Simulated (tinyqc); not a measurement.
Angle of incidence: thin-film optics by transfer matrices.

Indices N = n + i k. Snell: N0 sin(theta) = N_j sin(theta_j), with Im(N_j cos theta_j) >= 0. Admittance y_j = N_j cos theta_j for s and N_j/cos theta_j for p. Phase delta_j = 2 pi N_j cos theta_j d_j/lambda. Layer matrix [[cos delta, -i sin delta/y], [-i y sin delta, cos delta]], multiplied from the top down to M. (B, C) = M (1, y_sub); r = (y0 B - C)/(y0 B + C), R = |r|^2, T = 4 Re y0 Re y_sub/|y0 B + C|^2, absorbed in the films 1 - R - T.

Ellipsometry: rho = tan(Psi) exp(i Delta) = -conj(r_p/r_s) with the r of the admittance formula, Delta in 0 to 360 degrees, so that a bare dielectric at small angles gives Delta = 180.

Values chosen for the exercise (indices near those of Si3N4 on Si; the results hold for these values, not for the real material): lam = 248 nm (vacuum wavelength); n0 = 1 (ambient index); n = (2.29, 1.573) (n of Si3N4, substrate); k = (0.005, 3.659) (k in the same order); d = (48.4) nm (thicknesses, top first).

Both polarisations.

Stack:

| theta (degrees) | R_s | R_p | Psi | Delta |
|---|---|---|---|---|
| 0 | 0.7213 | 0.7213 | 45.00 | 180.00 |
| 15 | 0.7307 | 0.7135 | 44.66 | 179.25 |
| 30 | 0.7577 | 0.6875 | 43.61 | 177.54 |
| 45 | 0.7990 | 0.6327 | 41.67 | 176.35 |
| 60 | 0.8528 | 0.5222 | 38.04 | 177.68 |
| 65 | 0.8737 | 0.4623 | 36.03 | 179.15 |
| 70 | 0.8960 | 0.3832 | 33.18 | 181.46 |
| 75 | 0.9200 | 0.2770 | 28.76 | 185.28 |
| 80 | 0.9454 | 0.1380 | 20.91 | 193.53 |
| 85 | 0.9721 | 0.0153 | 7.16 | 257.96 |

Give the missing row, theta (degrees) = 55.

Computed row:
```
theta (degrees)     R_s     R_p    Psi   Delta
55               0.8335  0.5683  39.55  176.81
```

R_s and R_p agree at normal incidence (0.7213). R_p is lowest at 85 degrees of those listed (0.0153), where R_s = 0.9721; the top face alone would stop reflecting p light at arctan(n/n0) = 66.4 degrees, while the layers and the substrate below set where the minimum falls. R_s rises steadily with the angle.

Run: tinyqc, `OMP_NUM_THREADS=1 python tinyqc.py 1651567 1651568 out.jsonl`; Intel(R) Xeon(R) Processor @ 2.30GHz, one thread, shared host; about 0.01 s of CPU time with all checks.
